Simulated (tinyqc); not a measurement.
Microkinetic model of low-temperature epitaxy from hydride gases: adsorption, hydrogen desorption and rate control. Inputs raised by 5 %, one at a time. Computed by tinyqc, a small Python program. Command: `OMP_NUM_THREADS=1 python tinyqc.py 3028918 3028919 out.jsonl hepi sens`. One thread of a shared host (Intel(R) Xeon(R) Processor @ 2.30GHz), about 0.04 s of CPU time with the checks.

Each hydride molecule needs two free sites and leaves four hydrogen atoms, of which two leave at once as H2; theta is the hydrogen coverage, the site density is 6.78 per nm^2 and one layer is 1.358 angstrom thick.

Inputs (values chosen for the exercise, close to those used for silane and germane, with second-order desorption as on Si(111) but the site density of Si(001)):

| quantity | value | unit |
|---|---|---|
| silane pressure p_S | 0.16 | Pa |
| sticking prefactor of silane s0 | 0.13 | - |
| adsorption barrier E_s | 0.27 | eV |
| desorption prefactor nu_d | 6e+12 | 1/s |
| desorption energy on silicon E_d | 2.17 | eV |
| hydrogen carrier pressure p_H | 160 | Pa |
| sticking of hydrogen s_H | 6.1e-07 | - |
| temperature T | 450 | C |
| germane pressure p_G | 0.015 | Pa |
| sticking ratio of germane to silane r_G | 2.8 | - |
| lowering of E_d per unit germanium fraction, dE | 0.5 | eV |

Film: silicon-germanium. Order of hydrogen desorption: second.

Constants: k_B = 8.617333262e-05 eV/K; u = 1.6605390666e-27 kg; k_B = 1.380649e-23 J/K.

Method:
- Flux per site F = p/(sqrt(2 pi M k_B T) x 6.78e18 per m^2), M = 32.12 u (silane), 76.63 u (germane), 2.016 u (hydrogen); s = s0 exp(-E_s/(k_B T)); k_S = s F_S, k_G = r_G s F_G; germanium fraction x = k_G/(k_S + k_G); k = k_S + k_G; k_H = s_H F_H; k_d = nu_d exp(-(E_d - dE x)/(k_B T)).
- Temperatures in kelvin are T(C) + 273.15.
- With k the hydride and k_H the hydrogen adsorption rate on free pairs and k_d the desorption rate, steady state: 2 (k + k_H)(1 - theta)^2 = k_d theta^2; growth rate R = k (1 - theta)^2 layers/s; 1 layer/s = 8.148 nm/min.
- With c = 2 (k + k_H)/k_d the free share is 1 - theta = 1/(1 + sqrt(c)).
- X_i = d ln R/d ln k_i at fixed other constants. With f = 1 - theta and a = 2/f + 2/theta: d ln f/d ln k_d = 1/(a f), so X_d = 2/(a f), X_k = 1 - X_d k/(k + k_H), X_H = -X_d k_H/(k + k_H); they sum to 1.

Runs:

| input moved | from | to | growth rate G (nm/min) | hydrogen coverage theta | X_d (desorption) | germanium fraction x |
|---|---|---|---|---|---|---|
| base run | - | - | 0.02353 | 0.9405 | 0.9405 | 0.1453 |
| silane pressure p_S (Pa) | 0.16 | 0.168 | 0.02304 | 0.9423 | 0.9423 | 0.1393 |
| desorption prefactor nu_d (1/s) | 6e+12 | 6.3e+12 | 0.02464 | 0.9391 | 0.9391 | 0.1453 |
| desorption energy on silicon E_d (eV) | 2.17 | 2.2785 | 0.00443 | 0.9742 | 0.9742 | 0.1453 |
| germane pressure p_G (Pa) | 0.015 | 0.01575 | 0.02476 | 0.9392 | 0.9392 | 0.1514 |
| lowering of E_d per unit germanium fraction, dE (eV) | 0.5 | 0.525 | 0.02486 | 0.9388 | 0.9388 | 0.1453 |
| hydrogen carrier pressure p_H (Pa) | 160 | 168 | 0.02294 | 0.9412 | 0.9412 | 0.1453 |

Exponents ln(y'/y) / ln(x'/x):

| input | growth rate G | hydrogen coverage theta | X_d (desorption) | germanium fraction x |
|---|---|---|---|---|
| silane pressure p_S | -0.432 | 0.040 | 0.040 | -0.858 |
| desorption prefactor nu_d | 0.940 | -0.030 | -0.030 | 0.000 |
| desorption energy on silicon E_d | -34.242 | 0.722 | 0.722 | 0.000 |
| germane pressure p_G | 1.038 | -0.028 | -0.028 | 0.852 |
| lowering of E_d per unit germanium fraction, dE | 1.122 | -0.036 | -0.036 | 0.000 |
| hydrogen carrier pressure p_H | -0.523 | 0.016 | 0.016 | 0.000 |

Which inputs matter most for each result?

Among the inputs moved here: growth rate G answers most in size to desorption energy on silicon E_d (exponent -34.242), next to lowering of E_d per unit germanium fraction, dE (+1.122). Hydrogen coverage theta answers most in size to desorption energy on silicon E_d (exponent +0.722), next to silane pressure p_S (+0.040). X_d (desorption) answers most in size to desorption energy on silicon E_d (exponent +0.722), next to silane pressure p_S (+0.040). Germanium fraction x answers most in size to silane pressure p_S (exponent -0.858), and about equally to germane pressure p_G (+0.852); its exponent is below 0.0005 for desorption prefactor nu_d, desorption energy on silicon E_d, lowering of E_d per unit germanium fraction, dE, hydrogen carrier pressure p_H.
